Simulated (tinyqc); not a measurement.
Floating body of a partially depleted SOI transistor: body voltage and kink: two steps of the calculation.

Source at 0 V. Channel current Ic = 2 nf K Vt^2 [F(0) - F(Vd)](1 + la Vd), F(V) = ln^2(1 + exp((Vg - VT - nf V)/(2 nf Vt))), VT = VT0 - gb Vb. Saturation voltage Vs = 2 Vt sqrt(F(0)) + 3 Vt, excess Ve = (Vd - Vs + sqrt((Vd - Vs)^2 + 0.0004 V^2))/2, multiplication M1 = Ai Ve exp(-Bl/Ve). Each junction passes D(v) = J1 (exp(v/Vt) - 1) + J2 (exp(v/(2 Vt)) - 1). Bipolar current Ib = bb J1 (exp(Vb/Vt) - 1). The body settles where M1 (Ic + Ib) = D(Vb) + D(Vb - Vd) + Vb/Rb; drain current Id = (1 + M1)(Ic + Ib) - D(Vb - Vd).

Parameters, values chosen for the exercise; values of the order met in partially depleted silicon-on-insulator transistors:
```
symbol    value         unit                                                                                            meaning
T           330            K                                                                                        temperature
VT0        0.32            V                                                                     threshold at zero body voltage
gb         0.32                                                                  fall of the threshold per volt of body voltage
nf         1.19                                                                                                    slope factor
K           250  uA/(V^2 um)                                                                              gain factor per width
la         0.08          1/V                                                                   channel-length modulation factor
Ai         3.76          1/V                                                                        impact-ionisation prefactor
Bl            7            V                                                                          impact-ionisation voltage
J1      4.1e-12        uA/um                                                      diffusion saturation current of each junction
J2       1.6e-7        uA/um                                                  recombination saturation current of each junction
bb            3                                                 gain of the lateral bipolar transistor on the diffusion current
Rb          7e5      kohm um  resistance of a weak body tie to the source (1e9 stands for no tie, and the term is then dropped)
Vg         0.47            V                                                                                       gate voltage
Vd          2.5            V                                                                                      drain voltage
```

Constants: q = 1.602176634e-19 C, kB = 1.380649e-23 J/K, Vt = kB T/q. Results are converted to the units shown.

Problem 1. New Vb. Current into the body I_in = M1 (Ic + Ib) - D(Vb - Vd), current out I_out = D(Vb) + Vb/Rb; f = ln(I_in/I_out), s = df/dVb by central differences over 1e-5 V, Vb(new) = Vb - f/s.

Vb after iteration 2 = 0.86563602 V

Wanted: Ic; Ve; M1; I_in; I_out; f; s; Vb after iteration 3.

Solution 1.

Ic = 23.00 uA/um
Ve = 2.056 V
M1 = 0.2567
I_in = 58.30 uA/um
I_out = 68.70 uA/um
f = -0.1641
s = -3.816 1/V
Vb after iteration 3 = 0.8226 V

Problem 2. Drain current with floating and with grounded body. Id and VT at the converged Vb, Id at Vb = 0, their ratio, and the bipolar share Ib/(Ic + Ib).

converged Vb = 0.83676008 V

Wanted: VT; Id, floating; Id, grounded; ratio; bipolar share.

Solution 2.

VT = 0.052237 V
Id, floating = 121.01 uA/um
Id, grounded = 4.3496 uA/um
ratio = 27.821
bipolar share = 77.061 %

The body rises to 0.837 V and lowers the threshold by 268 mV.

Range of the model: The multiplication law is an empirical form chosen for the exercise; self-heating and capacitive coupling to the body are left out, and the linear laws are rough once Vb passes about 0.7 V or M1 about 0.1.

tinyqc, about 0.2 s, one thread, Intel Xeon 2.30GHz (shared host): `OMP_NUM_THREADS=1 python tinyqc.py 2182243 2182244 out.jsonl`
